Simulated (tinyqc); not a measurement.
Dielectric surroundings: exciton in an atomically thin sheet (Rytova-Keldysh potential).

Relative motion in the plane with V(k) = -2 pi q/(k (kap + r0 k)), q = e^2/(4 pi eps0), c = hbar^2/2m0. Normalised Gaussians exp(-a_i r^2): with A = a_i + a_j, S_ij = 2 sqrt(a_i a_j)/A, T_ij = (4c/mu)(a_i a_j/A) S_ij, V_ij = -q S_ij times the integral over k from 0 to infinity of exp(-k^2/4A)/(kap + r0 k).

Converged values use 20 Gaussians with exponents 2^i/b^2, i = -11 to 8, b the larger of a0 kap/(2 mu) and sqrt(a0 r0/mu), a0 = 0.5291772 angstrom; p states use r exp(i theta) exp(-a r^2).

Constants: hbar^2/2m0 = 3.80998211 eV angstrom^2; e^2/(4 pi eps0) = 14.39964547 eV angstrom; Ry = 13.60569312 eV.

Parameters, chosen for this exercise (out of a larger set: near those of a MoSe2 monolayer; not measured data): r0 = 54.8 angstrom (screening length of the sheet); kaps = (1, 2, 3, 4, 6, 9, 15) (surroundings).

mu = 0.295823 m0

Converged 1s and 2s bindings; the hydrogen value is 4 Ry mu/kap^2.

Bindings (meV):

| kap | 1s | 2s | 2s line - 1s line | hydrogen 1s | 1s/2s |
|---|---|---|---|---|---|
| 1.00 | 470.3 | 233.9 | 236.4 | 16099 | 2.01 |
| 2.00 | 320.4 | 126.1 | 194.2 | 4025 | 2.54 |
| 3.00 | 242.6 | 80.1 | 162.5 | 1789 | 3.03 |
| 4.00 | 193.3 | 55.5 | 137.9 | 1006 | 3.48 |
| 6.00 | 133.4 | 31.0 | 102.4 | 447 | 4.30 |
| 9.00 | 86.0 | 16.3 | 69.8 | 199 | 5.29 |
| 15.0 | 44.3 | 6.7 | 37.6 | 72 | 6.59 |

What can be read from this table?

The 1s binding falls by a factor 10.6 where the hydrogen model gives 225; the local exponent d ln E/d ln kap moves from -0.55 to -1.30, towards -2. The ratio 1s/2s climbs from 2.0 to 6.6, towards the hydrogen value 9, as r0/kap shrinks from 54.8 to 3.7 angstrom.

(tinyqc, `OMP_NUM_THREADS=1 python tinyqc.py 1281174 1281175 out.jsonl`, Intel(R) Xeon(R) Processor @ 2.30GHz, 1 thread, shared host, about 0.03 s.)
